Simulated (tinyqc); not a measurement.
Inside a calculation: virtual-crystal alloy in the empirical-pseudopotential method. Values are carried at full precision from step to step, so a last printed digit may differ when a step is redone from the rounded ones.

Virtual crystal A(1-x)B(x): a = (1 - x) a_A + x a_B. Rule linear: V = (1 - x) V_A + x V_B. Rule volume: V = [(1 - x) a_A^3 V_A + x a_B^3 V_B]/a^3, since a form factor is an atomic potential divided by the cell volume.

Constants: hbar^2/2m0 = 3.80998211 eV angstrom^2; Ry = 13.60569312 eV.

Values chosen for the exercise (classic local form factors of the size used for Si (A) and Ge (B), which place X and L only to a few tenths of an eV; not measured data): a = (5.438, 5.657) angstrom (lattice constants of A, B); VSA = (-0.208, 0.039, 0.082) Ry (symmetric form factors of A); VAA = (0, 0, 0) Ry (antisymmetric form factors of A); VSB = (-0.228, 0.01, 0.06) Ry (symmetric form factors of B); VAB = (0, 0, 0) Ry (antisymmetric form factors of B); rule = volume (mixing rule); x = 0.57 (fraction of B).

## The virtual crystal

Form a, the two weights and the form factors.

a = 5.5628 angstrom

weights of A and B: 0.40170  0.59944

VS at 3, 8, 11 (Ry): -0.22023  0.02166  0.06891

VA at 3, 4, 11 (Ry): 0.00000  0.00000  0.00000

## The six lowest plane waves at X

Empirical pseudopotential on the fcc lattice, atoms at +/- tau, tau = a (1,1,1)/8, no spin-orbit coupling. H(G,G') = c (2 pi/a)^2 |k + G|^2 delta + VS(q) cos(q.tau) + i VA(q) sin(q.tau), q = G - G', c = hbar^2/2m0; k and G in units of 2 pi/a; VS at |q|^2 = 3, 8, 11 and VA at 3, 4, 11, in rydberg, zero elsewhere. At each k the basis holds all G with |k + G|^2 up to 16; energies are counted from the fourth level at Gamma.

k = (1,0,0) with the small basis G = (0,0,0), (-2,0,0), (-1,1,1), (-1,-1,-1), (-1,1,-1), (-1,-1,1) in place of the full one.

H in this small basis (eV), lower triangle:
```
           000    -200  -1+1+1  -1-1-1  -1+1-1  -1-1+1
000      4.861
-200         0   4.861
-1+1+1  -2.119   2.119   9.721
-1-1-1   2.119  -2.119  -0.295   9.721
-1+1-1  -2.119  -2.119       0       0   9.721
-1-1+1  -2.119  -2.119       0       0   0.295   9.721
```

## Levels in the small basis

Diagonalise; the gap between the fourth and fifth level is a first estimate of the direct gap at X.

levels (absolute scale of H) (eV): 2.478  2.478  9.427  9.427  12.398  12.398

gap = 2.972 eV

The full basis gives 3.793 eV for this gap.

## The lowest conduction band along Gamma-X and at L

Full basis at each k.

Levels (eV):
```
k           band 3  band 4  band 5  band 6
L           -1.179  -1.179   1.311   4.075
(0.00,0,0)   0.000   0.000   2.405   3.417
(0.20,0,0)  -0.507  -0.507   2.827   3.578
(0.40,0,0)  -1.382  -1.382   1.889   4.091
(0.60,0,0)  -2.146  -2.146   1.195   2.737
(0.70,0,0)  -2.418  -2.418   0.989   2.127
(0.80,0,0)  -2.613  -2.613   0.890   1.637
(0.85,0,0)  -2.678  -2.678   0.881   1.442
(0.90,0,0)  -2.728  -2.728   0.900   1.272
(1.00,0,0)  -2.768  -2.768   1.025   1.025
```

On these points band 5 is lowest at (0.85,0,0), 0.881 eV above the valence top: in this model the gap is indirect, by a margin of 1524 meV.

## Checks

- Fifth band at (0.85,0,0) against the equivalent point (0,0,-0.85), on the absolute scale of H (eV): both 10.8521.

tinyqc: `OMP_NUM_THREADS=1 python tinyqc.py 1051555 1051556 out.jsonl`; about 0.2 s, one thread, shared Intel(R) Xeon(R) Processor @ 2.30GHz.
